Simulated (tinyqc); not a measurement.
Inside a calculation: phonon-assisted absorption at an indirect gap. Values are carried at full precision from step to step, so a last printed digit may differ when a step is redone from the rounded ones.

alpha(E) = sum_j A_j [N_j (E - Eg + w_j)^2 + (N_j + 1)(E - Eg - w_j)^2], each bracket counted only where its base is positive; N_j = 1/(exp(w_j/kB T) - 1). The first term absorbs a phonon and the second emits one; excitons and direct transitions are left out.

Constants: kB = 8.617333262e-05 eV/K.

Values chosen for the exercise (loosely those of Si at room temperature; Eg is not tied to T; shifted at random, so the results belong to these values and not to a real crystal): Eg = 1.118 eV (indirect gap, held fixed unless listed); w = (56.3, 18.1) meV (two zone-edge phonons); A = (3200, 440) 1/(cm eV^2) (their strengths); T = 200 K; E = 1.34 eV (photon energy); nr = 3.53 (refractive index); d = 7.1 micrometre (thickness); xj = 0.075 micrometre (dead layer at the surface); W = 1.4 micrometre (depleted width); L = 57 micrometre (minority diffusion length below it).

## The four branches at one energy

Evaluate the occupations and each term.

N_j: [0.03964, 0.5381]

terms with phonon absorption (1/cm): [9.826, 13.65]

terms with phonon emission (1/cm): [91.34, 28.14]

alpha = 143.0 1/cm
wavelength hc/E (hc = 1239.841984 eV nm) = 925.3 nm

Phonon absorption supplies 16.4 % of alpha; the depth 1/alpha is 70 micrometre.

## What a slab does with it

Slab of thickness d in air, incoherent passes: R = ((nr - 1)/(nr + 1))^2, x = exp(-alpha d); transmitted Tr = (1 - R)^2 x/(1 - R^2 x^2), reflected Rt = R + (1 - R)^2 R x^2/(1 - R^2 x^2), absorbed Ab = (1 - R)(1 - x)/(1 - R x).

d in cm is 1e-4 times the value in micrometres.

R = 0.3119
x = 0.9035
Tr = 0.4647
Rt = 0.4429
Ab = 0.0925

A single pass would absorb (1 - R)(1 - x) = 0.0664; the back face adds 0.0261.

## Quantum efficiency of a diode

Photodiode (Gaertner form with a dead layer): QE = (1 - R) exp(-alpha xj) [1 - exp(-alpha W)/(1 + alpha L)], R = ((nr - 1)/(nr + 1))^2; responsivity = QE/E in A/W for E in eV.

Evaluate the factors; 1 micrometre = 1e-4 cm.

passes the dead layer = 0.9989
collected share = 0.4599
QE = 0.3161
responsivity = 0.2359 A/W

Without diffusion from below the collected share would be 0.0198.

## Checks

- Tr + Rt + Ab against 1: both 1.000000.

Run: tinyqc, `OMP_NUM_THREADS=1 python tinyqc.py 1682149 1682150 out.jsonl`; Intel(R) Xeon(R) Processor @ 2.30GHz, one thread, shared host; about 0.01 s of CPU time with all checks.
